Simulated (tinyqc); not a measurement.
Surface potential of a MOS transistor: implicit equation and explicit approximations: effect of the channel-body voltage at fixed gate voltage.

p-type body, charge-sheet picture, depletion and inversion only, full ionisation (an idealisation for deep acceptors), Boltzmann statistics (rough once Na exp(x - xn) passes about Nc/7). In units of Vt: xg = (Vg - Vfb)/Vt, x = psi/Vt, G = gamma/sqrt(Vt), xn = (2 phiF + Vc)/Vt. The implicit equation is (xg - x)^2 = G^2 [x - 1 + exp(x - xn)] for x above about 3. Cox = eps0 eox/tox.

ni = sqrt(Nc Nv) exp(-Eg/(2 Vt)), Eg in volts; phiF = Vt ln(Na/ni); gamma = sqrt(2 q eps0 eps_r Na)/Cox; VT = Vfb + Vt (xn + G sqrt(xn - 1)). Depletion value a = 1 + [sqrt(G^2/4 + xg - 1) - G/2]^2; inversion value b = xn + ln[(xg - xn)^2/G^2 - xn + 1] and first guess y = min(a, b) - ln(1 + exp(-|a - b|)) if a > xn + 1, else b = y = a; one second-order correction with D = exp(y - xn), p = 2 (xg - y) + G^2 (1 + D), w = (xg - y)^2 - G^2 (y - 1 + D): z = y + 2 w/(p + sqrt(p^2 - 2 (2 - G^2 D) w)), or the Newton step z = y + w/p where the root is not real. N_inv = (Cox Vt G/q) [sqrt(x - 1 + exp(x - xn)) - sqrt(x - 1)] at the root. Lambert form (Cox m Vt/q) W0[(G/(2 m sqrt(xn - 1))) exp((Vg - VT)/(m Vt))], m = 1 + G/(2 sqrt(xn - 1)). Errors under 1e-4 mV, and the linear form below VT, are printed as 0.

Values chosen for this exercise; band and dielectric values close to those of 4H silicon carbide:

| symbol | value | unit | meaning |
|---|---|---|---|
| T | 300 | K | temperature |
| Eg | 3.2 | eV | band gap |
| eps_r | 9.59 |  | relative permittivity |
| Nc | 1.71e19 | cm^-3 | conduction-band density of states at T |
| Nv | 2.52e19 | cm^-3 | valence-band density of states at T |
| eox | 22.4 |  | relative permittivity of the gate insulator (close to hafnium oxide) |
| tox | 11 | nm | insulator thickness |
| Na | 2.1e16 | cm^-3 | acceptor density |
| Vfb | -0.6 | V | flat-band voltage |
| Vg | 2.82 | V | gate-body voltage |

Constants: q = 1.602176634e-19 C, kB = 1.380649e-23 J/K, Vt = kB T/q, eps0 = 8.8541878128e-14 F/cm where lengths are in cm. Results are converted to the units shown.

Effect of the channel-body voltage at fixed gate voltage:
```
Vc (V)  psi (V)   x - xn  error of y (mV)  error of z (mV)  N_inv (cm^-2)  Cox (Vg - VT)/q (cm^-2)  Lambert form (cm^-2)
0        3.0496   7.9735             23.5             7.61      3.3483e12                5.6965e12             3.6596e12
0.2      3.2160   6.6751             33.8             13.8      1.4530e12                3.4181e12             1.6132e12
0.4      3.3343   3.5151             7.20          -0.0295      1.0615e11                1.1407e12             1.1201e11
0.6      3.3436  -3.8608          6.19e-3                0       7.0480e7                        0              6.9424e7
0.8      3.3436  -11.597                0                0          30785                        0                 29401
1        3.3436  -19.333                0                0         13.443                        0                12.442
```

As Vc goes from 0 to 1, psi rises from 3.05 to 3.34 V, x - xn falls from 7.97 to -19.3 and N_inv falls from 3.35e12 to 13.4 cm^-2. The Lambert form lies between 0.926 and 1.11 times N_inv. psi follows Vc only while the surface is inverted; once x falls below xn it settles at the depletion value. For Vc = 0, 0.2 the electron quasi-Fermi level lies less than 2 Vt below the band edge at the surface, or above it, where degeneracy and confinement, left out, matter.

Program tinyqc, `OMP_NUM_THREADS=1 python tinyqc.py 2122181 2122182 out.jsonl`; Intel Xeon 2.30GHz, shared host, one thread, about 0.01 s.
